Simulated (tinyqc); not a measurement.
## Strained alloy layer of InAs and GaAs on (001) InP, model-solid band line-up: transition against well width

The layer is x parts of the first compound and 1 - x of the second, grown coherently on the third as substrate and barrier. Rows of the table: lattice constant a, average valence level Ea on an absolute scale, spin-orbit splitting so, gaps at Gamma, X and L, hydrostatic deformation potentials av and ac (Gamma), shear potential b, elastic constants, electron and heavy-hole (along z) masses. All are interpolated linearly in x; gaps get -C x (1 - x), taken wholly in the conduction band; real line-ups can differ from this model by 0.1 eV or more.

In-plane strain e = (a_substrate - a)/a, e_z = -2 (c12/c11) e, volume change 2 e + e_z. With v = 2 e + e_z and d = 2 b (e_z - e): Eav = Ea + av v; E_hh = Eav + so/3 - d/2; E_lh = Eav - so/6 + d/4 + sqrt(so^2 + so d + 9 d^2/4)/2; E_c = Ea + so/3 + EG + ac v (Gamma). Substrate: E_v = Ea + so/3, E_c = E_v + EG. Well depths: dEc = E_c(substrate) - E_c, dEhh = E_hh - E_v(substrate), dElh likewise; strained Gamma gap E_c - max(E_hh, E_lh); positive values confine carriers in the layer. Lowest level of a finite well of width Lw and depth V: kw Lw/2 = arctan(sqrt((mw/mb)(V - E)/E)), kw = sqrt(mw E/C), C = hbar^2/(2 m0), for electrons (dEc) and heavy holes (dEhh), mb from the substrate; transition E_c - E_hh + both levels, without exciton binding; wavelength h c/E.

Values chosen for this exercise: fraction of the first compound in the layer x = 0.71; bowing of the Gamma gap CG = 0.477 eV; bowing of the X gap CX = 1.4 eV; bowing of the L gap CL = 0.33 eV.

Constants: q = 1.602176634e-19 C, hbar = 1.054571817e-34 J s, h = 6.62607015e-34 J s, m0 = 9.1093837015e-31 kg, c = 299792458 m/s, hbar^2/(2 m0) = 0.0380998212 eV nm^2. Results are converted to the units shown.

Binary compounds, values chosen for the exercise:

|  | close to InAs | close to GaAs | close to InP |
|---|---|---|---|
| a (angstrom) | 6.058 | 5.653 | 5.869 |
| Ea (eV) | -6.67 | -6.92 | -7.04 |
| so (eV) | 0.377 | 0.344 | 0.108 |
| EG (eV) | 0.357 | 1.41 | 1.33 |
| EX (eV) | 1.36 | 1.91 | 2.17 |
| EL (eV) | 1.08 | 1.69 | 1.92 |
| av (eV) | 1 | 1.15 | 1.26 |
| ac (eV) | -5.14 | -7.18 | -5.11 |
| b (eV) | -1.79 | -1.7 | -1.69 |
| c11 (GPa) | 84.3 | 118 | 102 |
| c12 (GPa) | 45.9 | 53.1 | 55.7 |
| me (m0) | 0.0231 | 0.066 | 0.0789 |
| mh (m0) | 0.33 | 0.349 | 0.533 |

Result of one run:

| Lw (nm) | electron level (meV) | heavy-hole level (meV) | transition energy (eV) | wavelength (nm) |
|---|---|---|---|---|
| 1.5 | 240.7 | 140.9 | 0.9828 | 1262 |

What becomes of these results when the layer thickness Lw is changed from 1.5 to 25 nm, all else the same?

Result of the changed run:

| Lw (nm) | electron level (meV) | heavy-hole level (meV) | transition energy (eV) | wavelength (nm) |
|---|---|---|---|---|
| 25 | 11.41 | 1.618 | 0.6142 | 2019 |

The whole series:

| Lw (nm) | electron level (meV) | heavy-hole level (meV) | transition energy (eV) | wavelength (nm) |
|---|---|---|---|---|
| 1.5 | 240.7 | 140.9 | 0.9828 | 1262 |
| 2.1 | 204.1 | 96.01 | 0.9013 | 1376 |
| 3 | 160.7 | 60.16 | 0.8220 | 1508 |
| 4.3 | 118.0 | 35.53 | 0.7547 | 1643 |
| 6.1 | 82.28 | 20.37 | 0.7038 | 1762 |
| 8.7 | 53.87 | 11.17 | 0.6662 | 1861 |
| 12 | 35.06 | 6.318 | 0.6426 | 1930 |
| 18 | 19.28 | 3.003 | 0.6235 | 1989 |
| 25 | 11.41 | 1.618 | 0.6142 | 2019 |

The wavelength rises from 1262 to 2019 nm, towards 2062 nm for E_c - E_hh alone. The electron level goes as Lw^(-0.49) in the thinnest wells, where it reaches 76.6 % of the depth dEc = 314 meV, and as Lw^(-1.60) in the widest. One monolayer (a/2) more shifts the transition by about -19 meV at Lw = 3 nm. For Lw = 8.7, 12, 18, 25 the layer exceeds hc = 7.33 nm, the single-layer Matthews-Blakeslee thickness for this strain (a capped well tolerates about twice as much). For Lw = 1.5, 2.1, 3 the electron level exceeds 150 meV, where non-parabolicity lowers it.

Program tinyqc, `OMP_NUM_THREADS=1 python tinyqc.py 2690162 2690163 out.jsonl`; Intel Xeon 2.30GHz, shared host, one thread, about 0.01 s.
